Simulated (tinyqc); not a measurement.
Tunnelling through a gate dielectric with the two-band (Franz) dispersion, WKB transmission and Tsu-Esaki current: two steps of the calculation.

Electrons leave the emitter at x = 0. Energies E (motion across the layers) are in eV from the emitter Fermi level; the collector Fermi level lies at -V and offers states at every E. No charge in the dielectric and no image force: F1 = V/t1, U = phi1 - F1 x. With C = hbar^2/(2 m0), kappa = sqrt(m u (1 - u/Egx)/C), u = U - E where U > E and 0 elsewhere; T(E) = exp(-S), S = 2 times the integral of kappa over x.

Values chosen for this exercise; dielectric values close to those of zirconium oxide: temperature T = 300 K; Fermi energy of the emitter above its band bottom Ef = 0.42 eV; emitter mass in the supply function me = 1 m0; barrier of layer 1 above the emitter Fermi level at zero bias phi1 = 1.44 eV; tunnelling mass of layer 1 m1 = 0.25 m0; thickness of layer 1 t1 = 2.2 nm; gap parameter of the two-band dispersion, set freely Egx = 5.1 eV; voltage across the dielectric V = 0.8 V; energy of the electron followed E = -0.22 eV; lower end of the energy grid Ea = -0.42 eV; upper end of the energy grid Eb = 0.26 eV; points of the energy grid nE = 11.

Constants: q = 1.602176634e-19 C, kB = 1.380649e-23 J/K, hbar = 1.054571817e-34 J s, m0 = 9.1093837015e-31 kg, Vt = kB T/q, hbar^2/(2 m0) = 0.0380998212 eV nm^2. Results are converted to the units shown.

Question 1. WKB exponent in closed form. Each layer adds (2/F) sqrt(m/C) [G(u at its left edge) - G(u at its right edge)] to S, with u = U - E (0 where negative) and G(u) = Egx^1.5 (th - sin(4 th)/4)/4, th = arcsin sqrt(u/Egx). The slope follows from 1/d = -dS/dE.

Give: S; T(E); energy d over which T(E) grows by a factor e.

Answer 1.

S = 10.90
T(E) = 1.854e-5
energy d over which T(E) grows by a factor e = 0.3339 eV

The midpoint rule gives S = 10.897, so its T(E) is 0.11 % below this value. The band edge stays above E through the whole stack: direct tunnelling through a trapezoid.

Question 2. Current density on a coarse energy grid. J = J0 times the integral of T(E) N(E) dE, N = ln[(1 + exp(-E/Vt))/(1 + exp((-E - V)/Vt))], J0 = q^2 me m0 kB T/(2 pi^2 hbar^3) (times 1e-4 for A/cm^2 per eV), by Simpson's rule on nE equally spaced points from Ea to Eb.

Wanted: E; T(E); N; T(E) N; J0; J.

Answer 2.

```
point,E (eV),T(E),N,T(E) N
0,-0.4200,1.082e-5,16.25,1.758e-4
1,-0.3520,1.282e-5,13.62,1.746e-4
2,-0.2840,1.540e-5,10.99,1.692e-4
3,-0.2160,1.876e-5,8.355,1.568e-4
4,-0.1480,2.320e-5,5.728,1.329e-4
5,-0.0800,2.914e-5,3.139,9.145e-5
6,-0.0120,3.722e-5,0.9519,3.543e-5
7,0.0560,4.844e-5,0.1085,5.256e-6
8,0.1240,6.431e-5,0.008224,5.289e-7
9,0.1920,8.731e-5,5.949e-4,5.194e-8
10,0.2600,1.215e-4,4.287e-5,5.211e-9
```

J0 = 4.184e8 A/(cm^2 eV)
J = 2.432e4 A/cm^2

The integrand peaks at E = -0.420 eV among these points.

Computed by the program tinyqc: `OMP_NUM_THREADS=1 python tinyqc.py 2540159 2540160 out.jsonl`, one thread of a shared Intel Xeon 2.30GHz, about 0.04 s for the whole run.
